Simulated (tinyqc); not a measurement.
# Bandgap voltage reference from two bipolar transistors: output against temperature

Two transistors of area 1 and N carry the same current I. Is(T) = Is (T/T0)^eta exp[(Vg0 q/kB)(1/T0 - 1/T)], VBE1 = Vt ln(I/Is(T)) + I rb, VBE2 = Vt ln(I/(N Is(T))) + I rb/N. The amplifier forces I R1(T) = VBE1 - VBE2 + Vos, with R(T) = R (1 + tc (T - T0)) for both resistors, and the output is Vref = VBE1 + I R2(T). Base currents and the Early effect are neglected.

Vt = kB T/q; I = (Vt ln N + Vos)/(R1(T) - rb (1 - 1/N)).

Values chosen for this exercise; values of the order met in silicon bipolar transistors:

| symbol | value | unit | meaning |
|---|---|---|---|
| T0 | 300 | K | reference temperature |
| Vg0 | 1.189 | V | band-gap voltage extrapolated to 0 K |
| eta | 3 |  | temperature exponent of the saturation current |
| Is | 4.2e-16 | A | saturation current of the unit transistor at T0 |
| N | 15 |  | area ratio of the second transistor |
| R1 | 27 | kohm | resistor across which the difference of VBE falls, at T0 |
| tc | 1200 | ppm/K | temperature coefficient of both resistors |
| Vos | 0 | mV | offset of the amplifier |
| rb | 27 | ohm | series resistance of the unit transistor |
| R2 | 253.3 | kohm | output resistor at T0 |

Constants: q = 1.602176634e-19 C, kB = 1.380649e-23 J/K. Results are converted to the units shown.

Output against temperature:

| T (K) | I (uA) | VBE1 (V) | I R2 (V) | Vref (V) | Vref - Vref(T0) (mV) | dVref/dT (uV/K) |
|---|---|---|---|---|---|---|
| 218 | 2.0920 | 0.76251 | 0.47776 | 1.2403 | -0.020244 | 37.059 |
| 233 | 2.1921 | 0.73009 | 0.51062 | 1.2407 | 0.42627 | 22.618 |
| 253 | 2.3197 | 0.68655 | 0.55444 | 1.2410 | 0.69616 | 4.5895 |
| 273 | 2.4409 | 0.64265 | 0.59825 | 1.2409 | 0.61797 | -12.220 |
| 298 | 2.5842 | 0.58734 | 0.65302 | 1.2404 | 0.065026 | -31.762 |
| 323 | 2.7192 | 0.53155 | 0.70778 | 1.2393 | -0.95847 | -49.901 |
| 348 | 2.8465 | 0.47533 | 0.76254 | 1.2379 | -2.4200 | -66.831 |
| 373 | 2.9667 | 0.41869 | 0.81730 | 1.2360 | -4.2913 | -82.710 |
| 398 | 3.0805 | 0.36168 | 0.87206 | 1.2337 | -6.5478 | -97.665 |
| 423 | 3.1884 | 0.30430 | 0.92682 | 1.2311 | -9.1677 | -111.80 |

What does the comparison show?

VBE1 falls by 2.24 mV/K on average and I R2 rises by 2.19 mV/K. The slope of Vref vanishes at T = 258 K. Between 233 and 398 K Vref spans 7.26 mV, or 35.5 ppm/K by the box method (span over the average over T, over 165 K).

tinyqc, about 0.02 s, one thread, Intel Xeon 2.30GHz (shared host): `OMP_NUM_THREADS=1 python tinyqc.py 2062052 2062053 out.jsonl`
